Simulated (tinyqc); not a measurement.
Stacked nanosheet transistor, parasitic resistance, capacitance and delay: two steps of the calculation.

Ns sheets share one contact on top; each has perimeter p = 2 (Ws + ts) and cross-section A = Ws ts; contact width Wc = Ws + 10 nm, stack height Hs = Ns pv. Sheet 1 is the top one. Contact length Lc = CPP - Lg - 2 Lsp, shared by two neighbouring gates. Source and drain sides are equal. The formulas are first-order estimates, not field solutions.

Inputs (values chosen for the exercise); values close to those of silicon logic devices: number of sheets Ns = 3; sheet width Ws = 30 nm; sheet thickness ts = 5 nm; vertical pitch of the sheets pv = 14 nm; gate length Lg = 20 nm; spacer length Lsp = 8 nm; relative permittivity of the spacer ks = 7; gate height above the channel stack Hc = 30 nm; gate overlap Lov = 1 nm; inversion capacitance Cinv = 2.9 uF/cm^2; wire load Cw = 0.36 fF; supply voltage Vdd = 0.65 V.

Constants: eps0 = 8.8541878128e-12 F/m. Results are converted to the units shown.

Task 1. Capacitances. With N sheets: gate Cg = Cinv p N Lg; per side, plate Cp = ks eps0 [Wc (Hs + Hc) - N A]/Lsp, top fringe Cf = (2/pi) ks eps0 Wc ln(1 + Lg/(2 Lsp)), overlap Co = Cinv p N Lov. Cs = Cp + Cf + Co. An inverter of two such devices driving an equal one has the load CL = 2 (Cg + 2 Cs) + 4 Cs + Cw (its own drains counted twice for the Miller effect).

Give: Cg; Cp; Cf; Co; CL.

Result 1.

Cg = 121.8 aF
Cp = 18.83 aF
Cf = 1.280 aF
Co = 6.090 aF
CL = 813.2 aF

The channel capacitance gives 30.0 % of CL, the parasitic parts 25.8 % and the wire 44.3 %.

Task 2. Effective current, delay and energy. Ieff = (IH + IL)/2, delay CL Vdd/(2 Ieff), energy CL Vdd^2, with CL the load of an inverter that drives an equal one.

IH = I(Vdd, Vdd/2) = 99.202337 uA
IL = I(Vdd/2, Vdd), solved likewise = 48.407769 uA
CL = 813.16880 aF

Wanted: Ieff; delay; energy.

Result 2.

Ieff = 73.805 uA
delay = 3.5808 ps
energy = 343.56 aJ

tinyqc, about 0.06 s, one thread, Intel Xeon 2.30GHz (shared host): `OMP_NUM_THREADS=1 python tinyqc.py 2170015 2170016 out.jsonl`
